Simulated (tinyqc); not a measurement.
Lateral field, substrate current, probability of reaching the oxide barrier and hot-carrier lifetime of a silicon transistor (pseudo-two-dimensional and lucky-electron models): one step, computed by the program tinyqc. Command: `OMP_NUM_THREADS=1 python tinyqc.py 3027038 3027039 out.jsonl hotcar walk`. One thread of a shared host (Intel(R) Xeon(R) Processor @ 2.30GHz), about 0.01 s of CPU time with the checks.

Local-field models: a lucky carrier gains its energy at the peak field over a path free of collisions. Voltages are magnitudes.

Problem. Saturation point and current. C_ox = 3.9 eps_0/t; F_sat = 2 v_s/mu; V_Dsat = V_ov F_sat L/(V_ov + F_sat L), V_ov = V_G - V_T; I_D/W = C_ox v_s (V_ov - V_Dsat).

Inputs (values chosen for the exercise, modelled on a silicon n-channel):

| quantity | value | unit |
|---|---|---|
| channel length L | 430 | nm |
| oxide thickness t | 7.6 | nm |
| junction depth x_j | 140 | nm |
| mobility mu | 320 | cm^2/(V s) |
| saturation velocity v_s | 0.89 | 1e7 cm/s |
| threshold voltage V_T | 0.58 | V |
| gate voltage V_G | 0.97 | V |
| ionisation prefactor A_i | 2.2e+06 | 1/cm |
| ionisation field B_i | 1.66 | MV/cm |
| hot-carrier mean free path lambda | 7.1 | nm |
| oxide barrier phi_b | 3.1 | eV |
| interface-trap threshold phi_it | 3.6 | eV |
| lifetime constant H | 20 | s microampere/micrometre |

Drain: abrupt.

Constants: eps_0 = 8.8541878128e-12 F/m.

Give: F_sat; V_Dsat; drain current I_D/W.

Solution.

F_sat = 55.625 kV/cm

V_Dsat = 0.3353 V

drain current I_D/W = 22.11 microampere/micrometre
